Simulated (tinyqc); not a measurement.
What each parameter does: ellipsoidal valleys in the axes of a wafer and a channel.

Valleys with axes a along x, y and z, two valleys each; inverse mass tensor w = 1/mt + (1/ml - 1/mt) a a. Device axes: z = nz/|nz|, x = nx/|nx|, y = z cross x; in them a = (ax, ay, az). Confinement mass mz = 1/w_zz. In the plane w_ij is replaced by u_ij = w_ij - w_iz w_jz/w_zz (i, j = x, y); density-of-states mass md = 1/sqrt(det u); conductivity mass along x mc = 1/u_xx; ballistic transport mass mx = u_yy/det u, width mass my = 1/u_yy.

Hard walls: E_n = c (n pi/t)^2/mz, c = hbar^2/2m0, n = 1, 2, 3. Non-degenerate share of a valley proportional to md sum_n exp(-E_n/kT); mean 1/mc = sum of share/mc. 1 nm = 10 angstrom.

Constants: hbar^2/2m0 = 3.80998211 eV angstrom^2; kB = 8.617333262e-05 eV/K.

Values chosen for the exercise (near those of the Delta valleys of Si; not measured data): ml = 0.901 m0 (longitudinal mass); mt = 0.187 m0 (transverse mass); nz = (1, 1, 0) (surface normal (confinement)); nx = (0, 0, 1) (channel direction); t = 3.7 nm (thickness of the film); T = 300 K (temperature).

Lowest E1, its share and the mean conductivity mass.

Results for these values:

| case | lowest E1 (meV) | share | mean mc (m0) |
|---|---|---|---|
| base | 88.69 | 0.9366 | 0.1969 |

What happens to each result for T = 330 K, all else kept?

Answer: lowest E1 does not change at the printed digits; share falls from 0.9366 to 0.9233; mean mc rises from 0.1969 to 0.1991.

The same for each parameter in turn:

| case | lowest E1 (meV) | share | mean mc (m0) |
|---|---|---|---|
| base | 88.69 | 0.9366 | 0.1969 |
| ml = 0.811 m0 | 90.38 | 0.9332 | 0.1971 |
| mt = 0.168 m0 | 96.99 | 0.9528 | 0.1747 |
| t = 4.07 nm | 73.29 | 0.9090 | 0.2015 |
| T = 330 K | 88.69 | 0.9233 | 0.1991 |

(tinyqc, `OMP_NUM_THREADS=1 python tinyqc.py 1880789 1880790 out.jsonl`, Intel(R) Xeon(R) Processor @ 2.30GHz, 1 thread, shared host, about 0.01 s.)
